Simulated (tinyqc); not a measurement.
## Trap density and grain size from the barrier

Question. With all traps filled Vb = q Qt^2/(8 eps0 eps_r N), and in that limit the barrier is largest at N* = Qt/Lg. Find Qt, Lg and the depleted width Qt/N.

Values chosen for this exercise:
- eps_r = 11.7 (relative permittivity of the semiconductor)

Constants: q = 1.602176634e-19 C, eps0 = 8.8541878128e-14 F/cm where lengths are in cm. Results are converted to the units shown.

barrier at N = 1.5e17 cm^-3 = 0.12888268 V
doping of the largest barrier = 5e16 cm^-3

Answer. The barrier gives Qt, and N* then gives Lg.

Qt = 1.000e12 cm^-2
Lg = 200.0 nm
depleted width = 66.67 nm

Program tinyqc, `OMP_NUM_THREADS=1 python tinyqc.py 2610152 2610153 out.jsonl`; Intel Xeon 2.30GHz, shared host, one thread, about 0.01 s.
